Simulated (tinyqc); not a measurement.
UKS/PBE in the sto-3g basis, for H4, spin multiplicity 3, step by step. This run ends on a higher stationary point, not on the lowest solution. One step of it, computed by the program tinyqc.

Problem. Iteration 1: diagonalisation and new density. Diagonalise F' = X^T F X, C = X C', fill 3 alpha and 1 beta electrons from the bottom; D(s) = C_occ C_occ^T. Each column has its largest component positive (the first on a tie).

F(alpha) (hartree):
```
           1H 1s      2H 1s      3H 1s      4H 1s
1H 1s  -0.182032  -0.299904  -0.016441  -0.002350
2H 1s  -0.299904  -0.240717  -0.069097  -0.016441
3H 1s  -0.016441  -0.069097  -0.240717  -0.299904
4H 1s  -0.002350  -0.016441  -0.299904  -0.182032
```

F(beta) (hartree):
```
           1H 1s      2H 1s      3H 1s      4H 1s
1H 1s  -0.075871  -0.247554  -0.015094  -0.002213
2H 1s  -0.247554  -0.137031  -0.061182  -0.015094
3H 1s  -0.015094  -0.061182  -0.137031  -0.247554
4H 1s  -0.002213  -0.015094  -0.247554  -0.075871
```

X:
```
           1H 1s      2H 1s      3H 1s      4H 1s
1H 1s   1.133638  -0.326486   0.020307  -0.006108
2H 1s  -0.326486   1.140650  -0.076678   0.020307
3H 1s   0.020307  -0.076678   1.140650  -0.326486
4H 1s  -0.006108   0.020307  -0.326486   1.133638
```

Give: F' = X^T F X; orbital energies; coefficients C; F' = X^T F X; orbital energies; coefficients C; D(alpha) after iteration 1; D(beta) after iteration 1.

Solution.

F' = X^T F X (alpha) (hartree):
```
        1       2       3       4
1  -0.038  -0.264   0.020  -0.008
2  -0.264  -0.099  -0.063   0.020
3   0.020  -0.063  -0.099  -0.264
4  -0.008   0.020  -0.264  -0.038
```

orbital energies (alpha) (hartree): MO1 -0.355, MO2 -0.317, MO3 0.148, MO4 0.251

coefficients C (alpha):
```
         MO1     MO2     MO3     MO4
1H 1s  0.324   0.392   0.760  -0.746
2H 1s  0.456   0.440  -0.636   0.780
3H 1s  0.456  -0.440  -0.636  -0.780
4H 1s  0.324  -0.392   0.760   0.746
```

F' = X^T F X (beta) (hartree):
```
        1       2       3       4
1   0.071  -0.269   0.021  -0.008
2  -0.269   0.007  -0.068   0.021
3   0.021  -0.068   0.007  -0.269
4  -0.008   0.021  -0.269   0.071
```

orbital energies (beta) (hartree): MO1 -0.254, MO2 -0.212, MO3 0.257, MO4 0.366

coefficients C (beta):
```
         MO1     MO2     MO3     MO4
1H 1s  0.320   0.394   0.762  -0.745
2H 1s  0.460   0.438  -0.634   0.781
3H 1s  0.460  -0.438  -0.634  -0.781
4H 1s  0.320  -0.394   0.762   0.745
```

D(alpha) after iteration 1:
```
        1H 1s   2H 1s   3H 1s   4H 1s
1H 1s   0.836  -0.163  -0.508   0.529
2H 1s  -0.163   0.806   0.419  -0.508
3H 1s  -0.508   0.419   0.806  -0.163
4H 1s   0.529  -0.508  -0.163   0.836
```

D(beta) after iteration 1:
```
       1H 1s  2H 1s  3H 1s  4H 1s
1H 1s  0.102  0.147  0.147  0.102
2H 1s  0.147  0.211  0.211  0.147
3H 1s  0.147  0.211  0.211  0.147
4H 1s  0.102  0.147  0.147  0.102
```
